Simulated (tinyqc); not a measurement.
Plasmons of a degenerate electron gas in the random-phase approximation: sweeps and comparisons. A value that a table varies takes the place of the one given here.

Zero temperature, parabolic band: kF = (3 pi^2 n)^(1/3), EF = c kF^2/m, Ep^2 = 8 pi c e2 n/(m eb), qTF^2 = 6 pi e2 n/(eb EF), c = hbar^2/2m0, e2 = e^2/(4 pi eps0), n in 1/angstrom^3 (1e-24 per 1/cm^3).

Lindhard function: eps(q, E)/eb = 1 + (qTF/q)^2 (f1 + i f2) with z = q/(2 kF), u = E/(hbar vF q), hbar vF = 2 c kF/m; f1 = 1/2 + [h(z - u) + h(z + u)]/(8 z), h(x) = (1 - x^2) ln|(x + 1)/(x - 1)|; f2 = pi u/2 for z + u < 1, (pi/(8 z))(1 - (z - u)^2) for |z - u| < 1 < z + u, else 0. Pairs exist for c (q^2 - 2 q kF)/m < E < c (q^2 + 2 q kF)/m.

Constants: hbar^2/2m0 = 3.80998211 eV angstrom^2; e^2/(4 pi eps0) = 14.39964547 eV angstrom; a0 (Bohr radius) = 0.5291772105 angstrom.

Values chosen for the exercise (a free-electron density near that of Al; shifted at random, so the results belong to these values and not to a real crystal):
- n = 1.81e+23 1/cm^3 (electron density)
- m = 1 m0 (mass)
- eb = 1 (background dielectric constant)
- ed = 3.9 (dielectric constant of the surroundings)
- d = 50 angstrom (film thickness)
- qp = 1.08 1/angstrom (wave vector of the plasmon)

## Dispersion and weight of the plasmon

Short formula: E^2 = Ep^2 + (3/5)(hbar vF q)^2 + (c q^2/m)^2; qc is where the plasmon meets the top of the continuum. The weight is the share of the f-sum that the plasmon carries, 2E/(Ep^2 d(eps/eb)/dE); a dash marks no undamped root.

Energies (eV):

| q (1/angstrom) | q/kF | top of continuum | plasmon | short formula | weight |
|---|---|---|---|---|---|
| 0.129 | 0.074 | 1.784 | 15.85 | 15.85 | 1.000 |
| 0.323 | 0.185 | 4.705 | 16.15 | 16.15 | 1.000 |
| 0.517 | 0.295 | 7.912 | 16.73 | 16.71 | 0.997 |
| 0.711 | 0.406 | 11.41 | 17.62 | 17.53 | 0.986 |
| 0.905 | 0.517 | 15.19 | 18.92 | 18.62 | 0.951 |
| 1.03 | 0.589 | 17.78 | 20.03 | 19.47 | 0.897 |
| 1.16 | 0.663 | 20.60 | 21.52 | 20.48 | 0.773 |
| 1.25 | 0.714 | 22.62 | 22.84 | 21.25 | 0.575 |
| 1.42 | 0.811 | 26.62 | - | 22.88 | - |
| 1.68 | 0.960 | 33.16 | - | 25.81 | - |

qc = 1.293 1/angstrom

Ep = 15.8 eV. The plasmon rises from 15.85 to 22.84 eV just before qc, 45 % above Ep. The short formula errs by -0.54 % at q/kF = 0.41 and -6.95 % next to qc. The weight falls from 1.000 to 0.575 as pairs take over the sum.

## Density dependence

n is multiplied by the factor listed.

Results:

| factor | rs | EF (eV) | Ep (eV) | Ep/EF | qc/kF | alpha = 3 EF/(5 Ep) |
|---|---|---|---|---|---|---|
| 0.10 | 4.465 | 2.514 | 4.996 | 1.987 | 0.985 | 0.302 |
| 0.20 | 3.544 | 3.990 | 7.065 | 1.771 | 0.904 | 0.339 |
| 0.50 | 2.611 | 7.350 | 11.17 | 1.520 | 0.806 | 0.395 |
| 1.0 | 2.072 | 11.67 | 15.80 | 1.354 | 0.739 | 0.443 |
| 2.0 | 1.645 | 18.52 | 22.34 | 1.206 | 0.677 | 0.497 |
| 5.0 | 1.212 | 34.12 | 35.32 | 1.035 | 0.603 | 0.579 |
| 10 | 0.962 | 54.16 | 49.96 | 0.922 | 0.552 | 0.650 |

Over two decades Ep grows by 10.0 (n^(1/2)) and EF by 21.5 (n^(2/3)), so Ep/EF falls from 1.987 to 0.922 as sqrt(rs), and qc/kF from 0.985 to 0.552: in a dense gas the plasmon enters the continuum earlier on the scale of kF. alpha is the coefficient in E = Ep + alpha hbar^2 q^2/(m m0). The random-phase values are only rough in the rows with rs above about 2 (up to 4.5 here).

## Thin film modes against wave vector (bulk, surface, particle and sheet plasmons)

Drude medium eps = eb (1 - Ep^2/E^2), no retardation. A film of thickness d has modes eps = -ed coth(q d/2) (lower) and eps = -ed tanh(q d/2) (upper); a sheet with ns = n d has E^2 = 4 pi c e2 ns q/(m ed). One surface: eps = -ed; small sphere: eps = -2 ed.

Modes (eV):

| q d | q (1/angstrom) | lower | upper | sheet |
|---|---|---|---|---|
| 0.020 | 0.000400 | 0.7989 | 15.50 | 0.8000 |
| 0.050 | 0.00100 | 1.261 | 15.08 | 1.265 |
| 0.10 | 0.00200 | 1.777 | 14.45 | 1.789 |
| 0.20 | 0.00400 | 2.494 | 13.41 | 2.530 |
| 0.50 | 0.0100 | 3.840 | 11.30 | 4.000 |
| 1.0 | 0.0200 | 5.142 | 9.437 | 5.657 |
| 2.0 | 0.0400 | 6.385 | 7.928 | 8.000 |
| 4.0 | 0.0800 | 7.033 | 7.241 | 11.31 |
| 8.0 | 0.160 | 7.135 | 7.139 | 16.00 |

bulk, surface, sphere (eV): 15.80  7.137  5.325

At small q d the lower mode tends to the sheet law sqrt(q) (within 5 % up to q d = 0.5 of the values listed) and the upper one starts near the bulk value. At q d = 8 the two are 0.0038 eV apart around the surface value 7.137 eV. Retardation, left out here, matters where q is below about three times sqrt(ed) E/(hbar c), hbar c = 1973.27 eV angstrom: that holds for 5 of the rows (from the top) for the lower mode and 6 for the upper one.

## What moves the plasmon

The plasmon is taken at qp. Each row changes one parameter from the base and keeps the others.

Results:

| case | Ep (eV) | plasmon at qp (eV) | qc (1/angstrom) |
|---|---|---|---|
| base | 15.80 | 20.56 | 1.293 |
| n = 2.17e+23 1/cm^3 | 17.30 | 22.08 | 1.343 |
| m = 1.15 m0 | 14.73 | 18.56 | 1.363 |
| eb = 1.1 | 15.06 | 20.09 | 1.247 |
| qp = 0.756 1/angstrom | 15.80 | 17.88 | 1.293 |

The largest shifts from the base row, up to three for each result and ties (the steps differ in size, so this ranks the rows, not the parameters). Ep (eV): n +1.50, m -1.07, eb -0.735; unchanged at the printed digits by qp. plasmon at qp (eV): qp -2.68, m -2.00, n +1.52. qc (1/angstrom): m +0.0699, n +0.0496, eb -0.0457; unchanged at the printed digits by qp.

Computed by tinyqc, a small Python program: `OMP_NUM_THREADS=1 python tinyqc.py 1650157 1650158 out.jsonl` (the numbers bound the seed that draws the inputs); one thread of a shared host (Intel(R) Xeon(R) Processor @ 2.30GHz), about 0.01 s for the whole set of steps.
